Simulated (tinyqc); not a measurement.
Worked calculation: round or elliptic silicon nanowire with anisotropic valleys (Ritz method). Values are carried at full precision from step to step, so a last printed digit may differ when a step is redone from the rounded ones.

Wire along x = [110] on a (001) wafer, y = [-110], z = [001]. Valley groups (w = inverse masses): A, two valleys along z: w_y = 1/mt, w_z = 1/ml, m_x = mt; B, four valleys in the wafer plane: w_y = (1/ml + 1/mt)/2, w_z = 1/mt, m_x = (ml + mt)/2.

Constants: hbar^2/2m0 = 3.80998211 eV angstrom^2; kB = 8.617333262e-05 eV/K.

Inputs chosen for the exercise (near those of a Si nanowire; the results hold for these values, not for the real material): ml = 0.9 m0 (longitudinal mass); mt = 0.193 m0 (transverse mass); a = 27 angstrom (semi-axis along y); b = 27 angstrom (semi-axis along z); group = B (valley group worked out); T = 300 K (temperature).

## Stretching the ellipse

Scaling y by 1/sqrt(w_y) and z by 1/sqrt(w_z) makes the mass 1 and the semi-axes A = a/sqrt(w_y), B = b/sqrt(w_z). List them with the one-function estimate 3c (1/A^2 + 1/B^2) and the slender limit c (pi/2s)^2 (1 + 2s/(pi l)), s and l the smaller and larger of A, B; c = hbar^2/2m0.

Groups:
```
group  g      A      B  axis ratio  one function (eV)  slender limit (eV)
A      2  11.86  25.61       2.159             0.0987              0.0865
B      4  15.22  11.86       1.283             0.1306              0.1000
```

The one-function value suits axis ratios near 1 and the slender limit ratios well above 2.

## Matrices of three even functions

Hard wall on the ellipse (y/a)^2 + (z/b)^2 = 1, c = hbar^2/2m0. With u = y/a, v = z/b the operator is -c [(w_y/a^2) d2/du2 + (w_z/b^2) d2/dv2] on the unit disc. Basis (1 - u^2 - v^2) u^i v^j; S, X and Y are the disc integrals of f f', (df/du)(df'/du) and (df/dv)(df'/dv), from the integral of u^p v^q = 2 Gamma((p+1)/2) Gamma((q+1)/2)/((p + q + 2) Gamma((p+q+2)/2)) for even p, q; H = c (w_y X/a^2 + w_z Y/b^2).

Basis 1, u^2, v^2 times (1 - u^2 - v^2); form S and H for the chosen group.

S, rows 1, u^2, v^2 and columns alike:
```
[[1.047198, 0.130900, 0.130900],
 [0.130900, 0.039270, 0.013090],
 [0.130900, 0.013090, 0.039270]]
```

H (meV), rows 1, u^2, v^2 and columns alike:
```
[[136.7300, 22.7883, 22.7883],
 [22.7883, 17.1553, 2.8485],
 [22.7883, 2.8485, 22.7243]]
```

## Lowest level in this basis

Solve H p = E S p for the wire level; give E, the ratios p2/p1 and p3/p1, and H11/S11.

E = 125.7 meV

ratios: [-0.49, -0.32]

one function = 130.6 meV

The two added functions lower the level by 4.9 meV (3.8 %), mostly by narrowing the state along u, the direction in which the stretched ellipse is long.

## Subbands

Converged values use 21 functions of each parity class (e or o in u, then in v).

The nine lowest levels of all groups and parity classes.

Subbands:
```
group, parity  g  m_x (m0)  E (eV)
A ee           2    0.1930  0.0935
B ee           4    0.5465  0.1256
A eo           2    0.1930  0.1586
A ee           2    0.1930  0.2477
B oe           4    0.5465  0.2797
A oe           2    0.1930  0.3133
B eo           4    0.5465  0.3577
A eo           2    0.1930  0.3620
A oo           2    0.1930  0.4158
```

At 300 K and without degeneracy the populations go as g sqrt(m_x) exp(-E/kB T): among these nine the lowest level holds 49 % and the light transport mass mt 53 % of the electrons. Levels above about 0.3 eV lie beyond parabolic valleys and hard walls.

## Checks

- Circle of radius a with both masses mt against c (2.404826/R)^2/m, eV: both 0.1566.

Run: tinyqc, `OMP_NUM_THREADS=1 python tinyqc.py 1250401 1250402 out.jsonl`; Intel(R) Xeon(R) Processor @ 2.30GHz, one thread, shared host; about 0.03 s of CPU time with all checks.
